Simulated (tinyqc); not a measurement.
# One level coupled to a phonon between two leads, self-consistent Born approximation: two studies

Wide-band leads with mu_L = +V/2 and mu_R = -V/2; phonons in equilibrium, Nq = 1/(exp(w0/kB T) - 1). Scattering links only energies that differ by w0, so a ladder E_k = E1 + k w0 closes on itself; terms that reach past its ends are dropped. Gn and Gp are the electron and hole parts of the spectral function A = Gn + Gp.

Inputs (values chosen for the exercise):
- T = 150 K (temperature of leads and phonons)
- w0 = 36 meV (phonon energy)
- ed = -13 meV (level)
- GL = 24 meV (coupling to the left lead)
- GR = 16 meV (coupling to the right lead)
- M = 5.7 meV (electron-phonon matrix element)
- V = 140 mV (bias)

Constants: q = 1.602176634e-19 C, kB = 1.380649e-23 J/K, h = 6.62607015e-34 J s, Vt = kB T/q. Results are converted to the units shown.

Each table varies one quantity; the others keep the values above.

## Effect of the coupling

|G|^2 = 1/[(E - ed)^2 + (GL + GR + Sin + Sout)^2/4], Gn = |G|^2 (GL fL + GR fR + Sin), Gp = |G|^2 (GL (1 - fL) + GR (1 - fR) + Sout), f = 1/(1 + exp((E - mu)/kB T)). Sin(E) = M^2 [(Nq + 1) Gn(E + w0) + Nq Gn(E - w0)], Sout(E) = M^2 [(Nq + 1) Gp(E - w0) + Nq Gp(E + w0)]. Spectral currents into the level: iL = GL [fL Gp - (1 - fL) Gn], iR = GR [fR Gp - (1 - fR) Gn]. Here E - ed is replaced by E - ed - R(E), with the real part R(E) = (1/2 pi) P int [Sin + Sout](y) dy/(E - y). The total for one spin is I = (q/h) times the integral of iL over all E (all ladders, each long enough that its ends do not matter); the power given to phonons is (1/h) times the integral of E (iL + iR).

The same in every row: I without phonons (uA) = 1.841.

Results:
```
M (meV)  I (uA)  ratio of the two  power to phonons (nW)  share of I V (%)
1.8       1.841            0.9997                 0.1595           0.06189
5.1       1.837            0.9975                  1.252            0.4867
8.4       1.829            0.9933                  3.256             1.272
15        1.802            0.9787                  9.159             3.630
18.3      1.783            0.9683                  12.63             5.059
21.6      1.760            0.9560                  16.21             6.577
```

Estimate the missing row, M = 11.7 meV.

Computed row:
```
M (meV)  I (uA)  ratio of the two  power to phonons (nW)  share of I V (%)
11.7      1.817            0.9870                  5.967             2.345
```

With this row back in the table: The ratio to the current without phonons falls from 1.00 to 0.956, and the power to phonons rises from 0.159 to 16.2 nW, as M^(1.98) between the first two rows (lowest order gives 2). Phonons lower the current here: the level lies inside the bias window, and broadening, sidebands and the shift R move weight out of it.

## Current against bias

Same model as above.

Current against bias:
```
V (mV)  I (uA)  I without phonons (uA)  ratio of the two  power to phonons (nW)  share of I V (%)
14      0.2940                  0.2957            0.9944                0.02880            0.6997
40      0.8013                  0.8064            0.9936                 0.2392            0.7462
65       1.200                   1.208            0.9932                 0.6006            0.7702
90       1.494                   1.503            0.9940                 0.9996            0.7433
115      1.698                   1.706            0.9955                  1.329            0.6806
140      1.836                   1.841            0.9969                  1.554            0.6045
166      1.932                   1.936            0.9981                  1.691            0.5274
191      1.996                   1.998            0.9988                  1.762            0.4623
216      2.042                   2.043            0.9992                  1.799            0.4079
```

I rises from 0.294 to 2.04 uA; its ratio to the current without phonons goes from 0.994 through a minimum of 0.993 (at V = 65 mV among the rows listed) to 0.999, and the share of I V given to phonons goes from 0.700 through a maximum of 0.770 (at V = 65 mV among the rows listed) to 0.408 %. Emission at zero temperature needs V above w0 = 36 mV; the rest of I V is released in the leads.

Range of the model: The self-consistent Born approximation keeps only non-crossing phonon lines and no Hartree shift; it is rough once the coupling nears the phonon energy.

Computed by the program tinyqc: `OMP_NUM_THREADS=1 python tinyqc.py 2720105 2720106 out.jsonl`, one thread of a shared Intel Xeon 2.30GHz, about 0.09 s for the whole run.
